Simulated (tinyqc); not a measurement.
A run and its error bars: classical Heisenberg spin chain: exact results, Metropolis, heat-bath and over-relaxation steps, and a Monte Carlo run. Computed by tinyqc, a small Python program. Command: `OMP_NUM_THREADS=1 python tinyqc.py 3130124 3130125 out.jsonl heismc walk`. One thread of a shared host (Intel(R) Xeon(R) Processor @ 2.30GHz), about 0.1 s of CPU time with the checks.

E = -J sum_i s_i . s_(i+1) for unit vectors s_i on an open chain; K = J/(k_B T).

Inputs (values chosen for the exercise, for a model chain of large moments):
```
quantity                     value  unit
coupling J                      17   meV
temperature T                 71.2     K
moment mu                      4.5  mu_B
length N of the open chain      24     -
seed                        314187     -
```

Update: heat bath.

Constants: k_B = 8.617333262e-05 eV/K; mu_B = 5.7883818060e-05 eV/T.

Method:
- Each bond angle is independent, so u = <s_i . s_(i+1)> = coth K - 1/K, <s_i . s_(i+n)> = u^n, correlation length xi = -1/ln|u|, energy per bond -J u, heat capacity per bond c/k_B = 1 - K^2/sinh^2 K, and for the long chain chi = mu^2 (1 + u)/(3 k_B T (1 - u)) per spin.
- For N spins, <|sum s|^2>/N = (1 + u)/(1 - u) - 2 u (1 - u^N)/(N (1 - u)^2); the long chain has (1 + u)/(1 - u), chi over the Curie value, and the difference is relative to it.
- From the ordered state (alternating for J < 0), with each spin drawn from exp(h . s), h = K x sum of neighbours, 200 sweeps are discarded and 1600 recorded (even and odd sites in turn; random numbers not printed, so these rows are one sample). Errors are the scatter of block means over sqrt(number of blocks).

K = 2.77074

u = 0.646958

<|sum s|^2>/N = 4.23251

Blocking:
```
block length  mean bond product      error  <|sum s|^2>/N    error
1                       0.64606  0.0017929         3.9826  0.06783
4                       0.64606  0.0020800         3.9826  0.10851
16                      0.64606  0.0022511         3.9826  0.13035
40                      0.64606  0.0023135         3.9826  0.13270
80                      0.64606  0.0024392         3.9826  0.14320
```

With blocks of 40 the bond product is 0.4 error bars from the exact u = 0.6470, and <|sum s|^2>/N is 1.9 from the exact 4.233. Blocking to 40 changes the two errors by factors 1.3 and 2.0, because successive sweeps are correlated.
